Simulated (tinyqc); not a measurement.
Conductance against temperature: thermal boundary conductance by the acoustic and diffuse mismatch models. Computed by tinyqc, a small Python program. Command: `OMP_NUM_THREADS=1 python tinyqc.py 3002503 3002504 out.jsonl kapitza walk`. One thread of a shared host (Intel(R) Xeon(R) Processor @ 2.30GHz), about 0.01 s of CPU time with the checks.

Each side has one longitudinal and two transverse Debye branches, omega = v q up to q_D = (6 pi^2 n)^(1/3), with n counting all atoms. Scattering at the interface is elastic. Electrons are left out of G, also for metals. Melting is ignored. G refers to the temperatures of the phonons sent towards the interface. Linear branches over all atoms overstate G at high T, most for crystals with several atoms a cell.

Inputs (values chosen for the exercise, modelled on lead (side 1) and silica (side 2)):
```
quantity,value,unit
density rho_1,11,g/cm^3
longitudinal velocity vL_1,2320,m/s
transverse velocity vT_1,981,m/s
atom density n_1,33.3,1/nm^3
density rho_2,2.2,g/cm^3
longitudinal velocity vL_2,5970,m/s
transverse velocity vT_2,3690,m/s
atom density n_2,67.8,1/nm^3
```

Structure: superlattice.

Constants: hbar = 1.054571817e-34 J s; k_B = 1.380649e-23 J/K.

Method:
- omega_c = v q_D for each branch, given as hbar omega_c/k_B; impedance Z = rho v.
- No mode conversion. t(theta) = 4 Z_1 Z_2 cos(theta_1) cos(theta_2)/N^2, with N = Z_2 cos(theta_1) + Z_1 cos(theta_2) for L (the form for pressure waves) and N = Z_1 cos(theta_1) + Z_2 cos(theta_2) for both T branches (the form for shear waves polarised along the interface); sin(theta_2) = (v_2/v_1) sin(theta_1), and t = 0 beyond the critical angle arcsin(v_1/v_2); the mean over the incoming flux is alpha = 2 int t sin(theta_1) cos(theta_1) d theta_1 (64 Gauss-Legendre points).
- G = (k_B^4 T^3/(8 pi^2 hbar^3)) int W(x) x^4 e^x/(e^x - 1)^2 dx, x = hbar omega/(k_B T). Acoustic mismatch: W = sum over the three branches of alpha(1 to 2)/v_1^2, each up to the lower of its two cut-offs. Diffuse mismatch: W = S_1 S_2/(S_1 + S_2), where S_i sums 1/v^2 over the branches of side i still below their cut-off. Radiation limit: W = min(S_1, S_2). The integral is split at the four cut-offs (64 Gauss-Legendre points a piece, x at most 45).

Branches:
```
branch,v (m/s),cut-off (K),Z (1e6 kg/(m^2 s))
"L, side 1",2320,222.218,25.520
"T, side 1",981,93.964,10.791
"L, side 2",5970,724.760,13.134
"T, side 2",3690,447.967,8.118
```

Transmission:
```
branch,t at normal incidence,largest angle from side 1 (deg),"alpha, 1 to 2","alpha, 2 to 1"
L,0.897323,22.8680,0.142228,0.941795
T,0.980017,15.4177,0.060105,0.850400
```

G (MW/(m^2 K)):
```
T (K),acoustic mismatch,diffuse mismatch,radiation limit
2,0.012340,0.013242,0.014265
5,0.19281,0.20690,0.22289
10,1.4919,1.6260,1.7831
20,7.6289,10.436,14.080
40,22.109,45.822,77.234
80,39.205,97.829,175.72
150,47.362,123.86,225.56
300,50.394,133.65,244.33
600,51.205,136.27,249.37
1000,51.381,136.84,250.47
```

What follows from these numbers?

All three follow T^3 at the cold end (exponent 3.00 for the diffuse model) and flatten at high T (exponent 0.01 at the hot end); the lowest cut-off is 94 K. The ratio of diffuse to acoustic goes from 1.07 to 2.66. The plateau is set by the frequencies that both sides share.

Extremes, crossings and ranges named in words are read from the listed rows.
